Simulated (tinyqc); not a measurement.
Stoner model of a band magnet at zero temperature: one step, computed by the program tinyqc. Command: `OMP_NUM_THREADS=1 python tinyqc.py 3031421 3031422 out.jsonl stoner walk`. One thread of a shared host (Intel(R) Xeon(R) Processor @ 2.30GHz), about 0.01 s of CPU time with the checks.

Five orbitals per spin share one band; u = (E - E_bottom)/W runs from 0 to 1, and the states per spin, atom and energy are g = 5 d(u)/W with d = (8/pi) sqrt(u (1 - u)). N(u) is the integral of d from 0. The moment m = n_up - n_down (electrons per atom) moves the fillings to n +/- m/10; the energy is E(m) = E_band(m) - I m^2/4.

Question. The paramagnetic state. Solve N(u_F) = n; g_F = 5 d(u_F)/W; the Stoner product is I g_F.

Inputs (values chosen for the exercise, for a model d band): band width W = 2.9 eV; filling n per spin orbital = 0.46; Stoner parameter I = 0.555 eV.

Density of states: semi-elliptic.

Give: u_F; g_F; Stoner product I g_F.

Answer.

u_F = 0.4686

g_F = 2.191 1/eV

Stoner product I g_F = 1.216

I g_F > 1: the paramagnet is unstable.
